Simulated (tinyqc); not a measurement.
RHF in the sto-3g basis, for H2, spin multiplicity 1, step by step. Computed by tinyqc, a small Python program that keeps every step (integrals from PySCF). Settings: charge = 0, multiplicity = 1, basis = sto-3g, energy threshold = 1e-08, iteration cap = 75, orthogonalisation = canonical, start = core, DIIS depth = 0, method = RHF. Command: `OMP_NUM_THREADS=1 python tinyqc.py 31994 31995 out.jsonl` (the two numbers bound the seeds that draw the settings). One thread of a shared host (Intel(R) Xeon(R) Processor @ 2.60GHz), about 0.03 s of CPU time with the checks. Later iterations appear only in the table of the cycle.

## One-electron integrals

Geometry (angstrom):
```
atom         x         y         z
H     0.000000  0.000000  0.000000
H     0.000000  0.000000  0.823000
```

Basis sto-3g: exponents (1/bohr^2) and contraction coefficients of normalised primitives:
```
element  l (shell)  exponent  coefficient
H            s (1)  3.425251     0.154329
H            s (1)  0.623914     0.535328
H            s (1)  0.168855     0.444635
```

Overlap, kinetic and nuclear-attraction integrals over the contracted functions; the nuclear repulsion is the sum of Za Zb / Rab.

nuclear repulsion = 0.64298568 hartree

overlap S, order 1H 1s, 2H 1s:
```
[[1.000000, 0.605976],
 [0.605976, 1.000000]]
```

kinetic energy T (hartree), order 1H 1s, 2H 1s:
```
[[0.760032, 0.190457],
 [0.190457, 0.760032]]
```

nuclear attraction V (hartree), order 1H 1s, 2H 1s:
```
[[-1.830057, -1.055069],
 [-1.055069, -1.830057]]
```

core Hamiltonian H = T + V (hartree), order 1H 1s, 2H 1s:
```
[[-1.070025, -0.864612],
 [-0.864612, -1.070025]]
```

## Two-electron integrals

Functions are numbered as in S; the eight-fold symmetry (ij|kl) = (ji|kl) = (kl|ij) leaves the list below.

Two-electron integrals (ij|kl) in chemists' order, unique and non-zero (hartree):
```
(11|11) 0.774606   (21|11) 0.398400   (21|21) 0.245869   (22|11) 0.539248
(22|21) 0.398400   (22|22) 0.774606
```

## Orthogonalisation

S = U s U^T; canonical form X = U s^(-1/2), so that X^T S X = 1. Each column of U has its largest component positive (the first on a tie).

eigenvalues of S: [0.394024, 1.605976]

X, order 1H 1s, 2H 1s:
```
[[1.126481, 0.557976],
 [-1.126481, 0.557976]]
```

## Starting guess

The start is the orbitals of the core Hamiltonian; D = 2 C_occ C_occ^T.

D at the start, order 1H 1s, 2H 1s:
```
[[0.622674, 0.622674],
 [0.622674, 0.622674]]
```

## Iteration 1: building the Fock matrix

J_ij = sum D_kl (ij|kl), K_ij = sum D_kl (ik|jl); F = H + J - 0.5 K; E = tr D H + tr D J / 2 - 0.25 tr D K + E_nn.

Coulomb J (hartree), order 1H 1s, 2H 1s:
```
[[1.314250, 0.802340],
 [0.802340, 1.314250]]
```

exchange K (hartree), order 1H 1s, 2H 1s:
```
[[1.131571, 0.985020],
 [0.985020, 1.131571]]
```

Fock matrix F (hartree), order 1H 1s, 2H 1s:
```
[[-0.321560, -0.554782],
 [-0.554782, -0.321560]]
```

total energy of this density = -1.10733860 hartree

## Iteration 1: diagonalisation and new density

Diagonalise F' = X^T F X, C = X C', fill 1 alpha and 1 beta electrons from the bottom; D = 2 C_occ C_occ^T. Each column has its largest component positive (the first on a tie).

F' = X^T F X (hartree):
```
[[0.591897, 0.000000],
 [0.000000, -0.545676]]
```

orbital energies (hartree): [-0.545676, 0.591897]

coefficients C, order 1H 1s, 2H 1s:
```
[[0.557976, 1.126481],
 [0.557976, -1.126481]]
```

D after iteration 1, order 1H 1s, 2H 1s:
```
[[0.622674, 0.622674],
 [0.622674, 0.622674]]
```

## Iteration 2: building the Fock matrix

As before.

Coulomb J (hartree), order 1H 1s, 2H 1s:
```
[[1.314250, 0.802340],
 [0.802340, 1.314250]]
```

exchange K (hartree), order 1H 1s, 2H 1s:
```
[[1.131571, 0.985020],
 [0.985020, 1.131571]]
```

Fock matrix F (hartree), order 1H 1s, 2H 1s:
```
[[-0.321560, -0.554782],
 [-0.554782, -0.321560]]
```

total energy of this density = -1.10733860 hartree

## Iteration 2 (converged): orbitals

As before.

F' = X^T F X (hartree):
```
[[0.591897, 0.000000],
 [0.000000, -0.545676]]
```

orbital energies (hartree): [-0.545676, 0.591897]

coefficients C, order 1H 1s, 2H 1s:
```
[[0.557976, 1.126481],
 [0.557976, -1.126481]]
```

D after iteration 2, order 1H 1s, 2H 1s:
```
[[0.622674, 0.622674],
 [0.622674, 0.622674]]
```

## Convergence

Stop when the energy changes by less than 1e-08 hartree and every element of the error matrix X^T (F D S - S D F) X is below 3e-05.

Course of the cycle:
```
iteration  E (hartree)    change  largest element of the error matrix
1          -1.10733860         -                             4.88e-16
2          -1.10733860  0.000000                             4.19e-16
```

PySCF RHF in the same basis = -1.10733860 hartree

Converged in 2 iterations.

## Populations, bond orders and dipole

Mulliken: Z minus the diagonal of D S on the atom; Loewdin: the same with S^(1/2) D S^(1/2); Mayer order: 2 sum_s sum (D(s) S)_ij (D(s) S)_ji over the two atoms.

Charges (e):
```
atom  Mulliken   Loewdin
1H           0         0
2H           0  0.000000
```

Mayer bond orders:
```
pair     order
2-1   1.000000
```

dipole moment about the origin, x y z (debye): [0.000000, 0.000000, 0.000000]
